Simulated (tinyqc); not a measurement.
Resonant-tunnelling diode, transfer matrices and Tsu-Esaki current: current against voltage.

Emitter (band edge 0), barrier d1, well Lw, barrier d2, spacer ds, collector (edge -V). The bias drops linearly over these layers and none in the contacts; each layer is cut into ns equal slices, flat at the value of their centres. E is the energy of motion across the layers, C = hbar^2/(2 m0), psi and psi'/m are continuous. Transport is coherent, T(E) is taken as independent of the transverse momentum, and charge in the well is ignored.

For the pair (psi, psi'/m) a flat layer has M = [[cos kd, (m/k) sin kd], [-(k/m) sin kd, cos kd]] with k = sqrt(m (E - U)/C) above its edge U, and M = [[cosh Kd, (m/K) sinh Kd], [(K/m) sinh Kd, cosh Kd]] with K = sqrt(m (U - E)/C) below it. Later slices stand to the left. With M acting on (psi, psi'/m) and v = k/m in each lead, T(E) = 4 vL vR/[(vL vR M12 - M21)^2 + (vR M11 + vL M22)^2]. J = J0 times the integral over E > 0 of T(E) N(E), N = ln[(1 + exp((Ef - E)/Vt))/(1 + exp((Ef - V - E)/Vt))], J0 = q^2 mw m0 kB T/(2 pi^2 hbar^3) (times 1e-4 for A/cm^2 per eV). The integral is converged to the digits shown.

Inputs (values chosen for the exercise); masses and offsets of a made-up heterostructure:
- T = 77 K (temperature)
- mw = 0.04 m0 (mass in the well, spacer and contacts)
- U1 = 1.3 eV (barrier height)
- m1 = 0.21 m0 (barrier mass)
- d1 = 0.8 nm (emitter barrier)
- Lw = 2.4 nm (well width)
- d2 = 0.8 nm (collector barrier)
- ns = 2 (slices in each layer)
- ds = 2.2 nm (undoped spacer after the collector barrier)
- Ef = 0.21 eV (Fermi energy of both contacts above their band edges)

Constants: q = 1.602176634e-19 C, kB = 1.380649e-23 J/K, hbar = 1.054571817e-34 J s, m0 = 9.1093837015e-31 kg, Vt = kB T/q, hbar^2/(2 m0) = 0.0380998212 eV nm^2. Results are converted to the units shown.

Results:

| V (V) | J (kA/cm^2) |
|---|---|
| 0.094 | 19.37 |
| 0.23 | 78.75 |
| 0.365 | 533.1 |
| 0.501 | 1262 |
| 0.637 | 1894 |
| 0.773 | 2174 |
| 1.045 | 134.7 |
| 1.181 | 72.29 |
| 1.316 | 50.62 |
| 1.452 | 40.10 |
| 1.588 | 34.33 |

Estimate the missing row, V = 0.909 V.

Computed row:

| V (V) | J (kA/cm^2) |
|---|---|
| 0.909 | 880.9 |

With this row back in the table: Among the rows the current peaks at 2170 kA/cm^2 at V = 0.773 V and falls to 34.3 kA/cm^2 at 1.588 V, a ratio of 63.3 (it is still falling in the last row, so the valley lies there or beyond). At zero bias the resonance lies at 0.302 eV and the centre of the well takes the share 0.323 of the bias, so the level should reach the emitter band edge near V = 0.936 V; beyond that only the tail of the broadened level (width 21.1 meV at zero bias) and off-resonant tunnelling carry current. Without scattering and space charge the valley comes out far lower than in a real diode. In 9 of the 12 rows the bias alone exceeds 0.4 V, so electrons enter the collector far above its band edge, where real bands are no longer parabolic.

tinyqc, about 0.1 s, one thread, Intel Xeon 2.30GHz (shared host): `OMP_NUM_THREADS=1 python tinyqc.py 2600008 2600009 out.jsonl`
